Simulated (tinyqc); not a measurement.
What each parameter does: inter-valley coupling by envelope functions against a chain of atomic planes.

Chain: E(phi) = e0 + 2 v cos(phi) + 2 u cos(2 phi), cos(phi0) = -v/(4u), e0 = 2u + v^2/(4u); plane j = 0, 1, ... has the potential V_j = dE x_j + F (j - 30) a/4 (1 MV/m = 1e-4 V/angstrom). There are 30 barrier planes a side; with y = j - 29.5, x_j = xb (f(y) + f(Nw - y)), f(y) = 1/(1 + exp(y/L)), plus any Ge added in the well. The valley splitting is the spacing of the two lowest levels. Envelope theory: F_j solves a one-valley chain with hopping -b and diagonal 2b + V_j, b = 4u sin^2(phi0), sum F_j^2 = 1; the valleys couple by Dv = sum_j F_j^2 V_j exp(-2 i phi0 j) and split by 2|Dv|.

Inputs chosen for the exercise (near those of the Delta valleys of silicon in a SiGe well; not measured data): a = 5.431 angstrom (lattice constant; planes lie a/4 apart); u = 0.595 eV (second-neighbour hopping); v = 0.571 eV (nearest hopping); Nw = 69 (planes in the well); L = 1.5 planes (interface width); xb = 0.3 (Ge fraction of the barriers); dE = 0.54 eV (offset per unit Ge fraction); F = 0 MV/m (field); js = 39 (plane j of a Ge spike (the well starts at j = 30)); xs = 0.08 (Ge fraction added on that plane).

Chain with the spike on plane js.

One parameter was then changed.

Results before and after:
```
case,level (meV),splitting (micro-eV)
base,4.307,418.5
changed,4.407,618.3
```

Which of these changes was made? (a) xb = 0.35; (b) xs = 0.104; (c) F = 2 MV/m; (d) dE = 0.594 eV; (e) L = 2 planes; (f) Nw = 75; (g) js = 42.

Answer: (g) js = 42. Of the candidates, run in turn, only this one gives the changed row.

All candidates:
```
case,level (meV),splitting (micro-eV)
base,4.307,418.5
Nw = 75,3.670,331.4
L = 2 planes,4.526,390.0
xb = 0.35,4.387,407.9
dE = 0.594 eV,4.372,442.9
F = 2 MV/m,12.788,986.0
js = 42,4.407,618.3
xs = 0.104,4.352,508.4
```

tinyqc: `OMP_NUM_THREADS=1 python tinyqc.py 1480235 1480236 out.jsonl`; about 0.1 s, one thread, shared Intel(R) Xeon(R) Processor @ 2.30GHz.
